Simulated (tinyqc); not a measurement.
Concentration-dependent dopant diffusion with charged defects and the built-in field. Inputs raised by 5 %, one at a time. Computed by tinyqc, a small Python program. Command: `OMP_NUM_THREADS=1 python tinyqc.py 3022328 3022329 out.jsonl extrinsic sens`. One thread of a shared host (Intel(R) Xeon(R) Processor @ 2.30GHz), about 0.5 s of CPU time with the checks.

A constant source C_s feeds a half space. The dopant moves through neutral point defects and through charged ones, whose number grows with the majority carrier density n.

Inputs (values chosen for the exercise, modelled on boron in silicon):
```
quantity,value,unit
neutral prefactor D0x,0.0526,cm^2/s
neutral activation energy E0,3.5,eV
singly charged prefactor D01,0.978,cm^2/s
activation energy E1,3.49,eV
surface concentration C_s,3.5e+18,1/cm^3
junction level C_B,3.5e+16,1/cm^3
temperature T,950,C
time t,140,s
```

Field enhancement: off.

Constants: k_B = 8.617333262e-05 eV/K.

Method:
- n_i = 3.87e16 T^1.5 exp(-7014/T) per cm^3 (T in kelvin, an empirical form); each D = prefactor x exp(-E/(k_B T)); the intrinsic diffusivity D_i is their sum.
- Temperatures in kelvin are T(C) + 273.15.
- n = C/2 + sqrt(C^2/4 + n_i^2); D(C) = h [Dx + D1 (n/n_i)], h = 1.
- With y = x/sqrt(D_s t), u = C/C_s and q = -(D/D_s) du/dy: du/dy = -q D_s/D, dq/dy = -(y/2) q D_s/D, u(0) = 1. The surface flux q(0) is shot so that u tends to 0 (LSODA, an adaptive multistep solver, relative tolerance 1e-10). Dose Q = 2 q(0) C_s sqrt(D_s t).
- The junction lies where C = C_B.

Runs:
```
input moved,from,to,junction depth x_j (nm),dose Q (1/cm^2),enhancement D_s/D_i,junction in units of sqrt(D_s t)
base run,-,-,29.192,3.3773e+12,1.3614,3.2332
neutral prefactor D0x (cm^2/s),0.0526,0.05523,29.224,3.3805e+12,1.3606,3.2340
singly charged prefactor D01 (cm^2/s),0.978,1.0269,29.882,3.4575e+12,1.3622,3.2325
surface concentration C_s (1/cm^3),3.5e+18,3.675e+18,29.424,3.5638e+12,1.3819,3.2346
junction level C_B (1/cm^3),3.5e+16,3.675e+16,29.011,3.3773e+12,1.3614,3.2133
time t (s),140,147,29.913,3.4607e+12,1.3614,3.2332
```

Exponents ln(y'/y) / ln(x'/x):
```
input,junction depth x_j,dose Q,enhancement D_s/D_i,junction in units of sqrt(D_s t)
neutral prefactor D0x,0.022,0.020,-0.013,0.005
singly charged prefactor D01,0.479,0.481,0.012,-0.005
surface concentration C_s,0.162,1.102,0.307,0.009
junction level C_B,-0.127,0.000,0.000,-0.127
time t,0.500,0.500,0.000,0.000
```

Among the inputs moved here: junction depth x_j answers most in size to time t (exponent +0.500), next to singly charged prefactor D01 (+0.479). Its exponent +0.500 in time t: a constant source keeps the profile a function of x/sqrt(t). Dose Q answers most in size to surface concentration C_s (exponent +1.102), next to time t (+0.500); its exponent is below 0.0005 for junction level C_B. Its exponent +0.500 in time t: the similarity law. Enhancement D_s/D_i answers most in size to surface concentration C_s (exponent +0.307), next to neutral prefactor D0x (-0.013); its exponent is below 0.0005 for junction level C_B, time t. Junction in units of sqrt(D_s t) answers most in size to junction level C_B (exponent -0.127), next to surface concentration C_s (+0.009); its exponent is below 0.0005 for time t.
